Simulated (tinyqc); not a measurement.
Inside a calculation. Method: CCD on RHF in the 6-311g basis, for H2, spin multiplicity 1. One step of it, computed by the program tinyqc.

Task: Orthogonalisation. S = U s U^T; symmetric (Loewdin) form X = U s^(-1/2) U^T, so that X^T S X = 1.

overlap S, lower triangle:
```
          1H 1s     1H 2s     1H 3s     2H 1s     2H 2s     2H 3s
1H 1s  1.000000
1H 2s  0.706377  1.000000
1H 3s  0.373664  0.788963  1.000000
2H 1s  0.087994  0.266081  0.261220  1.000000
2H 2s  0.266081  0.540730  0.587537  0.706377  1.000000
2H 3s  0.261220  0.587537  0.823770  0.373664  0.788963  1.000000
```

Give: eigenvalues of S; X.

Result:

eigenvalues of S: 0.0495  0.1315  0.2782  0.7431  1.2199  3.5779

X, lower triangle:
```
         1H 1s    1H 2s    1H 3s    2H 1s    2H 2s   2H 3s
1H 1s   1.3762
1H 2s  -0.7535   2.1914
1H 3s   0.2118  -1.0491   2.3042
2H 1s   0.0467   0.0020  -0.0455   1.3762
2H 2s   0.0020  -0.3664   0.2578  -0.7535   2.1914
2H 3s  -0.0455   0.2578  -1.1060   0.2118  -1.0491  2.3042
```
